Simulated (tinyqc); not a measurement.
Resistive memory cell, filament-gap model with Joule heating: one step of the calculation.

A tunnelling gap g separates the tip of a filament from the electrode. I = I0 exp(-g/g0) sinh(Vd/V0), with Vd = V - I Rs on the device; T = T0 + Rth Vd I at once; the gap closes as dg/dt = -nu exp(-q Ea/(kB T)) sinh(al q Vd/(kB T)). All constants are fitting values of a compact model.

Task. Current, temperature and closing rate. I, T and dg/dt as above.

Parameters, values chosen for the exercise: ambient temperature T0 = 300 K; current scale I0 = 0.2 mA; tunnelling length g0 = 0.27 nm; voltage scale V0 = 0.36 V; attempt velocity nu = 1 m/s; activation energy Ea = 0.76 eV; barrier lowering per volt on the device al = 0.4; thermal resistance Rth = 1.1e5 K/W.

Constants: q = 1.602176634e-19 C, kB = 1.380649e-23 J/K. Results are converted to the units shown.

g = 0.5 nm
Vd = 0.98732383 V

Give: I; T; lowered barrier Ea - al Vd; -dg/dt.

Result.

I = 242.68 uA
T = 326.36 K
lowered barrier Ea - al Vd = 0.36507 eV
-dg/dt = 1.1517e-6 nm/ns

Numbers from tinyqc (`OMP_NUM_THREADS=1 python tinyqc.py 2880062 2880063 out.jsonl`; about 0.05 s on one thread of a shared Intel Xeon 2.30GHz).
